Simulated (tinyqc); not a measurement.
p-n diode with diffusion and depletion-layer recombination: two steps of the calculation.

Abrupt junction in the depletion approximation, low injection, full ionisation, neutral widths fixed, ohmic contact on the p side. Vj is the junction voltage; where a series resistance Rs is given, V = Vj + J Rs is the terminal voltage.

Inputs (values chosen for the exercise); band and dielectric values close to those of silicon: temperature T = 300 K; band gap Eg = 1.13 eV; conduction-band density of states at T Nc = 2.76e19 cm^-3; valence-band density of states at T Nv = 2.67e19 cm^-3; acceptor density Na = 1e16 cm^-3; donor density Nd = 3.3e15 cm^-3; electron mobility in the p side mun = 1200 cm^2/(V s); hole mobility in the n side mup = 380 cm^2/(V s); electron lifetime tn = 4e-7 s; hole lifetime tp = 7e-7 s; neutral width of the p side wp = 2.1 um; neutral width of the n side wn = 61 um; recombination velocity at the n contact Sp = 1e7 cm/s; series resistance Rs = 0.0035 ohm cm^2; terminal voltage V = 0.55 V.

Constants: q = 1.602176634e-19 C, kB = 1.380649e-23 J/K, Vt = kB T/q. Results are converted to the units shown.

Question 1. Diffusion lengths and saturation currents. ni = sqrt(Nc Nv) exp(-Eg/(2 Vt)), Eg in volts; D = mu Vt; Ln = sqrt(Dn tn), Lp = sqrt(Dp tp); J0n = q ni^2 Dn coth(wp/Ln)/(Ln Na); J0p = (q ni^2 Dp/(Lp Nd)) (s + tanh(wn/Lp))/(1 + s tanh(wn/Lp)), s = Sp Lp/Dp.

Find: ni; Ln; Lp; J0n; J0p.

Answer 1.

ni = 8.752e9 cm^-3
Ln = 35.23 um
Lp = 26.22 um
J0n = 1.815e-10 A/cm^2
J0p = 1.420e-11 A/cm^2

wp/Ln = 0.060 and wn/Lp = 2.3; electrons carry 92.7 % of the diffusion current.

Question 2. New Vj. Diffusion current alone: J = J0 (exp(Vj/Vt) - 1), g = Vj + J Rs - V, g' = 1 + Rs J0 exp(Vj/Vt)/Vt, Vj(new) = Vj - g/g'.

Vj at the start = 0.275 V
J0 = J0n + J0p = 1.9572607e-10 A/cm^2

Give: J; g; g'; Vj after iteration 1.

Answer 2.

J = 8.1552e-6 A/cm^2
g = -0.27500 V
g' = 1.0000
Vj after iteration 1 = 0.55000 V

Program tinyqc, `OMP_NUM_THREADS=1 python tinyqc.py 2260052 2260053 out.jsonl`; Intel Xeon 2.30GHz, shared host, one thread, about 0.01 s.
